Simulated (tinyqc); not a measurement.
# Worked calculation: diffused layer (Gaussian), carriers, mobility and sheet resistance

Computed by the program tinyqc: `OMP_NUM_THREADS=1 python tinyqc.py 2110002 2110003 out.jsonl`, one thread of a shared Intel Xeon 2.30GHz, about 0.01 s for the whole run. Printed values are rounded.

A p-type layer from the surface x = 0 to the junction xj, N(x) = N0 exp(-(x/Ld)^2). Local neutrality (no depletion at surface or junction, no spilling of carriers), intrinsic carriers neglected, full ionisation of active dopants.

Values chosen for this exercise; values close to those of boron in silicon over an n-type background:
- T = 400 K (temperature)
- Nb = 2.6e17 cm^-3 (background doping of the opposite type)
- N0 = 6.3e19 cm^-3 (peak chemical concentration)
- m1 = 44 cm^2/(V s) (mobility limit at high doping)
- m2 = 487 cm^2/(V s) (mobility limit at low doping, at 300 K)
- Nr = 2.2e17 cm^-3 (reference doping of the mobility law)
- am = 0.71 (exponent of the mobility law)
- bt = 2.5 (temperature exponent of m2)
- Ns = 2.07e20 cm^-3 (solubility limit of active dopant)
- Ld = 48 nm (diffusion length 2 sqrt(D t))

Constants: q = 1.602176634e-19 C. Results are converted to the units shown.

## Junction depth and local values

xj = Ld sqrt(ln(N0/Nb)); 12 equal steps from 0 to xj. Active dopant A = min(N, Ns); p = A - Nb; mobility mu = m1 + (m2 (T/300 K)^(-bt) - m1)/(1 + ((A + Nb)/Nr)^am).

xj = 112.4697 nm

| point | x (nm) | N (cm^-3) | A (cm^-3) | p (1e19 cm^-3) | mu (cm^2/(V s)) |
|---|---|---|---|---|---|
| 0 | 0.0000 | 6.3e19 | 6.3e19 | 6.274000 | 47.40940 |
| 1 | 9.3725 | 6.064325e19 | 6.064325e19 | 6.038325 | 47.50086 |
| 2 | 18.7450 | 5.408890e19 | 5.408890e19 | 5.382890 | 47.78985 |
| 3 | 28.1174 | 4.470104e19 | 4.470104e19 | 4.444104 | 48.32383 |
| 4 | 37.4899 | 3.423031e19 | 3.423031e19 | 3.397031 | 49.19528 |
| 5 | 46.8624 | 2.428779e19 | 2.428779e19 | 2.402779 | 50.56581 |
| 6 | 56.2349 | 1.596793e19 | 1.596793e19 | 1.570793 | 52.70760 |
| 7 | 65.6073 | 9.727324e18 | 9.727324e18 | 0.946732 | 56.06694 |
| 8 | 74.9798 | 5.490625e18 | 5.490625e18 | 0.523063 | 61.33750 |
| 9 | 84.3523 | 2.871666e18 | 2.871666e18 | 0.261167 | 69.45965 |
| 10 | 93.7248 | 1.391650e18 | 1.391650e18 | 0.113165 | 81.27493 |
| 11 | 103.0973 | 6.248989e17 | 6.248989e17 | 0.036490 | 96.41852 |
| 12 | 112.4697 | 2.6e17 | 2.6e17 | 0.000000 | 111.9981 |

The mobility runs from 47.4 to 112 cm^2/(V s).

## Sheet quantities by the trapezoid rule

Dose = integral of N, carrier sheet density = integral of p, 1/Rs = q integral of p mu, mean mobility 1/(q Rs sheet density), Hall mobility (unit Hall factor) = integral of p mu^2 over integral of p mu, Hall sheet density = (integral of p mu)^2/integral of p mu^2; all from 0 to xj.

dose = 2.6773e14 cm^-2
carrier sheet density = 2.6481e14 cm^-2
Rs = 477.38 ohm/square
mean mobility = 49.374 cm^2/(V s)
Hall mobility = 49.726 cm^2/(V s)
Hall sheet density = 2.6293e14 cm^-2

Carriers make up 98.9 % of the dose. A Hall measurement weights the mobile tail, so its sheet density is 0.71 % below the true one. With 4000 steps Rs = 477.3 ohm/square; the coarse value is 0.016 % above it.
